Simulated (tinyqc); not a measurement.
Hexagonal on-chip spiral inductor, lumped pi model: quality factor against frequency.

Outer diameter do = di + 2 n wd + 2 (n - 1) sp, mean da = (do + di)/2, fill p = (do - di)/(do + di), length l = 3.464 n da. L = 2.33 mu0 n^2 da/(1 + 3.82 p), mu0 = 4 pi 1e-7 H/m. Rs = rho l/(wd delta (1 - exp(-th/delta))), delta = sqrt(rho/(pi f mu0)). Cs = n wd^2 eps0 eo/hu across the coil. At each end Cox = l wd eps0 eo/(2 ho) leads to the substrate branch Rsi = 2 rs he/(l wd) in parallel with Csi = l wd eps0 11.7/(2 he). With one end grounded Y = 1/(Rs + i w L) + i w Cs + 1/[1/(i w Cox) + 1/(1/Rsi + i w Csi)], w = 2 pi f; Q = -Im Y/Re Y. Eddy currents in neighbouring turns and in the substrate are left out.

Apparent inductance Im(1/Y)/w; share of the loss Re(substrate branch)/Re Y.

Parameters, values chosen for the exercise; values of the order met in silicon radio-frequency processes:

| symbol | value | unit | meaning |
|---|---|---|---|
| n | 1.5 |  | number of turns |
| wd | 20 | um | line width |
| sp | 1.5 | um | space between turns |
| di | 60 | um | inner diameter |
| th | 3.4 | um | metal thickness |
| rho | 1.9 | uohm cm | metal resistivity |
| ho | 9.5 | um | oxide below the coil |
| hu | 1.3 | um | oxide between coil and underpass |
| eo | 3.9 |  | relative permittivity of the oxide |
| rs | 10 | ohm cm | substrate resistivity |
| he | 80 | um | effective spreading depth in the substrate |

Constants: eps0 = 8.8541878128e-12 F/m. Results are converted to the units shown.

Quality factor against frequency:
```
f (GHz)	Rs (ohm)	w L/Rs	Q	apparent inductance (nH)	loss in the substrate (%)
1.1	0.2666	6.754	6.750	0.2607	0.02754
1.9	0.3192	9.747	9.718	0.2609	0.1778
3.1	0.3846	13.20	13.05	0.2613	0.7946
5	0.4713	17.37	16.79	0.2622	2.693
8.2	0.5917	22.69	20.70	0.2647	7.298
13	0.7390	28.80	23.50	0.2706	15.21
22	0.9584	37.58	23.72	0.2905	29.57
36	1.225	48.10	18.39	0.3584	47.30
59	1.568	61.59	5.648	0.9509	65.49
```

Q goes from 6.75 through a maximum of 23.7 (at f = 22 GHz among the rows listed) to 5.65; the exact peak is 24.2 at 17.6 GHz and Q reaches zero at the self-resonance, 68.9 GHz. The share of the substrate rises from 0.0275 to 65.5 %, and the apparent inductance ends at 3.65 times L. At the peak the substrate takes 22.8 % of the loss. For f = 59 the coil is longer than 0.15 of a wavelength in the oxide, where one lumped section is rough.

Numbers from tinyqc (`OMP_NUM_THREADS=1 python tinyqc.py 2302073 2302074 out.jsonl`; about 0.01 s on one thread of a shared Intel Xeon 2.30GHz).
